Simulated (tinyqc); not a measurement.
# Gap and screening length from two transmissions

Question. At the source junction of a tunnel FET, T(w) = exp(-S), S = 2 pi lam sqrt(m/(C Eg)) [w + Eg/2 - sqrt(w (w + Eg))], C = hbar^2/(2 m0). Find Eg (between 0.1 and 3 eV) and lam.

Inputs (values chosen for the exercise):
- m = 0.1 m0 (band-edge mass of the two-band model)

Constants: q = 1.602176634e-19 C, hbar = 1.054571817e-34 J s, m0 = 9.1093837015e-31 kg, hbar^2/(2 m0) = 0.0380998212 eV nm^2. Results are converted to the units shown.

T(w) at w = 0.11 and 0.34 eV: 1.8856011e-9  1.4136481e-6

Solution. The ratio of the two exponents depends on Eg alone and falls steadily with it, which fixes Eg; either exponent then gives lam.

ratio of the two S = 1.49
Eg = 1.37 eV
lam = 5.90 nm

Computed by the program tinyqc: `OMP_NUM_THREADS=1 python tinyqc.py 2620056 2620057 out.jsonl`, one thread of a shared Intel Xeon 2.30GHz, about 0.01 s for the whole run.
